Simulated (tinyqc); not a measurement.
Speciation in dilute and buffered hydrofluoric acid, oxide etch rate and bath loading: one step, computed by the program tinyqc.

Concentrations stand for activities, NH4+ and Cl- are spectators, and water ionisation is neglected. H, F and HF2 denote the ions H+, F- and HF2-. The base temperature is 298 K.

Task: One trial. Fluoride balance: [HF] + [F] + 2 [HF2] + 2 [H2F2] = HF added + NH4F added. Acid balance: [H] + [HF] + [HF2] + 2 [H2F2] = HF added + HCl added. For a trial [H], [HF] = [H][F]/K1, and the fluoride balance is a quadratic in [F]. Take pH = 3. The residual is the left side of the acid balance less the right.

Inputs (values chosen for the exercise, of the order of those for thermal oxide at room temperature): HF added = 0.093 mol/L; NH4F added = 0 mol/L; HCl added = 0.012 mol/L; K1 = [H][F]/[HF] = 0.000651 mol/L; K2 = [HF2]/([HF][F]) = 4.09 L/mol; K3 = [H2F2]/[HF]^2 = 0 L/mol.

Give: [F]; [HF]; [HF2]; [H2F2]; residual.

Result:

[F] = 0.03169 mol/L

[HF] = 0.04868 mol/L

[HF2] = 0.006311 mol/L

[H2F2] = 0 mol/L

residual = -0.04900 mol/L

The residual is negative, so the pH lies below 3.
